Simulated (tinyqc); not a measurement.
Band edges of strained Si(1-x)Ge(x) on relaxed Si(1-y)Ge(y): one step. Conduction valleys of the layer. Four cases, with inputs chosen for the exercise.

Question. Give the hydrostatic shifts, the uniaxial shifts and the edges.

A valley with unit axis u lies at Ev + gap + (av + a_valley) tr(e) + Xu (u.e.u - tr(e)/3); the Delta axes are x, y, z and the L axes [111], [1-1-1], [-11-1], [-1-11]. The second-order shift of the Delta valleys under shear is left out; it lowers the pair normal to the sheared plane by tens of meV at a shear of 1 %.

Case 1.

Interpolated values (a in angstrom, C11, C12, C44 in GPa, all else in eV):

| symbol | layer | buffer |
|---|---|---|
| a | 5.529440 | 5.432000 |
| Dso | 0.148160 | 0.044000 |
| av | 1.951800 | 2.460000 |
| b | -2.304800 | -2.120000 |
| d | -4.978400 | -4.760000 |
| C11 | 148.334000 | 164.000000 |
| C12 | 56.816000 | 63.200000 |
| C44 | 73.886000 | 78.800000 |
| Ev | 0.252000 | 0.000000 |
| ED | 1.010916 | 1.157000 |
| EL | 1.482880 | 2.023000 |
| aD | 1.624800 | 1.860000 |
| aL | -3.131200 | -3.190000 |
| XuD | 9.138000 | 9.180000 |
| XuL | 15.838000 | 16.510000 |

strain tensor in the cubic axes:
```
             x            y           z
x  -0.01762204   0.00000000  0.00000000
y   0.00000000  -0.01762204  0.00000000
z   0.00000000   0.00000000  0.01349945
```

Case 2.

Interpolated values (a in angstrom, C11, C12, C44 in GPa, all else in eV):

| symbol | layer | buffer |
|---|---|---|
| a | 5.553490 | 5.492910 |
| Dso | 0.172260 | 0.109340 |
| av | 1.794000 | 2.106000 |
| b | -2.339700 | -2.212300 |
| d | -5.062000 | -4.958000 |
| C11 | 146.953000 | 157.327000 |
| C12 | 55.773000 | 59.907000 |
| C44 | 72.981000 | 76.179000 |
| Ev | 0.318000 | 0.162000 |
| ED | 0.974843 | 1.043224 |
| EL | 1.324990 | 1.641410 |
| aD | 1.539700 | 1.672300 |
| aL | -2.945900 | -2.938100 |
| XuD | 9.436000 | 9.384000 |
| XuL | 15.776900 | 16.107100 |

strain tensor in the cubic axes:
```
             x            y           z
x  -0.01090846   0.00000000  0.00000000
y   0.00000000  -0.01090846  0.00000000
z   0.00000000   0.00000000  0.00828016
```

Case 3.

Interpolated values (a in angstrom, C11, C12, C44 in GPa, all else in eV):

| symbol | layer | buffer |
|---|---|---|
| a | 5.652000 | 5.546160 |
| Dso | 0.286000 | 0.167420 |
| av | 1.260000 | 1.838200 |
| b | -2.540000 | -2.324400 |
| d | -5.300000 | -5.069700 |
| C11 | 128.300000 | 147.018000 |
| C12 | 47.700000 | 55.932000 |
| C44 | 66.100000 | 72.862000 |
| Ev | 0.660000 | 0.336600 |
| ED | 0.948000 | 0.994148 |
| EL | 0.736000 | 1.342130 |
| aD | 1.230000 | 1.426000 |
| aL | -2.830000 | -2.879000 |
| XuD | 9.120000 | 9.071000 |
| XuL | 15.490000 | 15.906500 |

strain tensor in the cubic axes:
```
             x            y            z
x  -0.01014379   0.00858232   0.00858232
y   0.00858232  -0.01014379   0.00858232
z   0.00858232   0.00858232  -0.01014379
```

Case 4.

Interpolated values (a in angstrom, C11, C12, C44 in GPa, all else in eV):

| symbol | layer | buffer |
|---|---|---|
| a | 5.507466 | 5.428000 |
| Dso | 0.138100 | 0.045000 |
| av | 2.021200 | 2.500000 |
| b | -2.261000 | -2.090000 |
| d | -4.961000 | -4.790000 |
| C11 | 151.794000 | 166.500000 |
| C12 | 58.720000 | 64.800000 |
| C44 | 74.368000 | 78.700000 |
| Ev | 0.231800 | 0.000000 |
| ED | 1.031234 | 1.155000 |
| EL | 1.525080 | 2.013000 |
| aD | 1.598600 | 1.800000 |
| aL | -2.987800 | -3.060000 |
| XuD | 9.277400 | 9.380000 |
| XuL | 15.776400 | 15.860000 |

strain tensor in the cubic axes:
```
             x            y           z
x  -0.01442871   0.00000000  0.00000000
y   0.00000000  -0.01442871  0.00000000
z   0.00000000   0.00000000  0.01116320
```

Give: hydrostatic shifts of Delta and L; uniaxial shifts; valley edges.

Answer.

Case 1.

hydrostatic shifts of Delta and L (eV): -0.0778  0.0256

uniaxial shifts (eV): Delta x -0.0948, Delta y -0.0948, Delta z 0.1896, L [111] 0.0000, L [1-1-1] 0.0000, L [-11-1] 0.0000, L [-1-11] 0.0000

valley edges (eV): Delta x 1.0903, Delta y 1.0903, Delta z 1.3747, L [111] 1.7605, L [1-1-1] 1.7605, L [-11-1] 1.7605, L [-1-11] 1.7605

The lowest set is Delta4 (the digit counts whole valleys) at 1.0903 eV; the Delta valleys spread over 284 meV and the L valleys over 0 meV.

Case 2.

hydrostatic shifts of Delta and L (eV): -0.0451  0.0156

uniaxial shifts (eV): Delta x -0.0604, Delta y -0.0604, Delta z 0.1207, L [111] 0.0000, L [1-1-1] 0.0000, L [-11-1] 0.0000, L [-1-11] 0.0000

valley edges (eV): Delta x 1.1874, Delta y 1.1874, Delta z 1.3684, L [111] 1.6586, L [1-1-1] 1.6586, L [-11-1] 1.6586, L [-1-11] 1.6586

The lowest set is Delta4 (the digit counts whole valleys) at 1.1874 eV; the Delta valleys spread over 181 meV and the L valleys over 0 meV.

Case 3.

hydrostatic shifts of Delta and L (eV): -0.0758  0.0478

uniaxial shifts (eV): Delta x 0.0000, Delta y 0.0000, Delta z 0.0000, L [111] 0.2659, L [1-1-1] -0.0886, L [-11-1] -0.0886, L [-1-11] -0.0886

valley edges (eV): Delta x 1.5322, Delta y 1.5322, Delta z 1.5322, L [111] 1.7097, L [1-1-1] 1.3552, L [-11-1] 1.3552, L [-1-11] 1.3552

The lowest set is L3 (the digit counts whole valleys) at 1.3552 eV; the Delta valleys spread over 0 meV and the L valleys over 355 meV.

Case 4.

hydrostatic shifts of Delta and L (eV): -0.0640  0.0171

uniaxial shifts (eV): Delta x -0.0791, Delta y -0.0791, Delta z 0.1583, L [111] 0.0000, L [1-1-1] 0.0000, L [-11-1] 0.0000, L [-1-11] 0.0000

valley edges (eV): Delta x 1.1198, Delta y 1.1198, Delta z 1.3573, L [111] 1.7740, L [1-1-1] 1.7740, L [-11-1] 1.7740, L [-1-11] 1.7740

The lowest set is Delta4 (the digit counts whole valleys) at 1.1198 eV; the Delta valleys spread over 237 meV and the L valleys over 0 meV.

Computed by tinyqc, one run a case: `OMP_NUM_THREADS=1 python tinyqc.py N N+1 out.jsonl` with N = 1050027, 1050138, 1050375, 1050380; one thread of a shared Intel(R) Xeon(R) Processor @ 2.30GHz, about 0.02 s a run at most.
